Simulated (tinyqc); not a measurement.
Inputs raised by 10 %, one at a time: bias-temperature instability from a Gaussian distribution of capture and emission barriers. Computed by tinyqc, a small Python program. Command: `OMP_NUM_THREADS=1 python tinyqc.py 3022911 3022912 out.jsonl bti sens`. One thread of a shared host (Intel(R) Xeon(R) Processor @ 2.30GHz), about 0.03 s of CPU time with the checks.

Each trap has a capture time tau_0 exp(E_c/(k_B T)) under stress and an emission time tau_0 exp(E_e/(k_B T)) after it. E_c is Gaussian, and E_e = E_c + d with d Gaussian and independent. A trap counts as filled once t_s exceeds its capture time and as emptied once t_r exceeds its emission time.

Inputs (values chosen for the exercise, for a model p-channel transistor):
```
quantity                                       value        unit
shift with all traps filled V_max                280          mV
mean capture barrier at zero field mu_c         1.54          eV
spread of capture barriers sigma_c              0.29          eV
lowering of mu_c per field k_F                 0.056  eV/(MV/cm)
oxide field F                                    6.3       MV/cm
mean of E_e - E_c at the stress field, delta   -0.11          eV
spread of E_e - E_c, sigma_d                    0.21          eV
time constant tau_0                            2e-09           s
temperature T                                     25           C
stress time t_s                                20000           s
recovery time t_r                             0.0008           s
```

Constants: k_B = 8.617333262e-05 eV/K.

Method:
- Demarcation energies E_s = k_B T ln(t_s/tau_0), E_r = k_B T ln(t_r/tau_0); mean barrier mu = mu_c - k_F F; z = (E_s - mu)/sigma_c; Phi is the standard normal distribution.
- Temperatures in kelvin are T(C) + 273.15.
- Shift without recovery dV0 = V_max Phi(z); local time exponent n = d ln dV0/d ln t_s = (k_B T/sigma_c) exp(-z^2/2)/(sqrt(2 pi) Phi(z)); apparent activation energy n E_s.
- Remaining shift dV = V_max int_(-infinity)^(E_s) g(E_c) [1 - Phi((E_r - E_c - delta)/sigma_d)] dE_c, g the Gaussian density of E_c (Gauss-Legendre, 120 points over 7 sigma_c below E_s).

Runs; columns: (1) input moved; (2) from; (3) to; (4) shift without recovery dV0 (mV); (5) time exponent n; (6) remaining share dV/dV0; (7) apparent activation energy (eV):
```
(1)                                                  (2)      (3)     (4)      (5)      (6)      (7)
base run                                               -        -  20.909  0.16739  0.80069  0.12873
shift with all traps filled V_max (mV)               280      308  23.000  0.16739  0.80069  0.12873
spread of capture barriers sigma_c (eV)             0.29    0.319  26.592  0.14331  0.77241  0.11021
lowering of mu_c per field k_F (eV/(MV/cm))        0.056   0.0616  26.149  0.15833  0.79274  0.12177
mean of E_e - E_c at the stress field, delta (eV)  -0.11   -0.121  20.909  0.16739  0.78803  0.12873
spread of E_e - E_c, sigma_d (eV)                   0.21    0.231  20.909  0.16739  0.78298  0.12873
time constant tau_0 (s)                            2e-09  2.2e-09  20.578  0.16802  0.80122  0.12881
```

Exponents ln(y'/y) / ln(x'/x):
```
input                                         shift without recovery dV0  time exponent n  remaining share dV/dV0  apparent activation energy
shift with all traps filled V_max                                  1.000            0.000                   0.000                       0.000
spread of capture barriers sigma_c                                 2.522           -1.630                  -0.377                      -1.630
lowering of mu_c per field k_F                                     2.346           -0.583                  -0.105                      -0.583
mean of E_e - E_c at the stress field, delta                       0.000            0.000                  -0.167                       0.000
spread of E_e - E_c, sigma_d                                       0.000            0.000                  -0.235                       0.000
time constant tau_0                                               -0.168            0.040                   0.007                       0.006
```

To which inputs is each result most sensitive?

Among the inputs moved here: shift without recovery dV0 answers most in size to spread of capture barriers sigma_c (exponent +2.522), next to lowering of mu_c per field k_F (+2.346); its exponent is below 0.0005 for mean of E_e - E_c at the stress field, delta, spread of E_e - E_c, sigma_d. Its exponent +1.000 in shift with all traps filled V_max: the shift counts traps. Time exponent n answers most in size to spread of capture barriers sigma_c (exponent -1.630), next to lowering of mu_c per field k_F (-0.583); its exponent is below 0.0005 for shift with all traps filled V_max, mean of E_e - E_c at the stress field, delta, spread of E_e - E_c, sigma_d. Its exponent 0.000 in shift with all traps filled V_max: the exponent is a shape. Remaining share dV/dV0 answers most in size to spread of capture barriers sigma_c (exponent -0.377), next to spread of E_e - E_c, sigma_d (-0.235); its exponent is below 0.0005 for shift with all traps filled V_max. Apparent activation energy answers most in size to spread of capture barriers sigma_c (exponent -1.630), next to lowering of mu_c per field k_F (-0.583); its exponent is below 0.0005 for shift with all traps filled V_max, mean of E_e - E_c at the stress field, delta, spread of E_e - E_c, sigma_d.
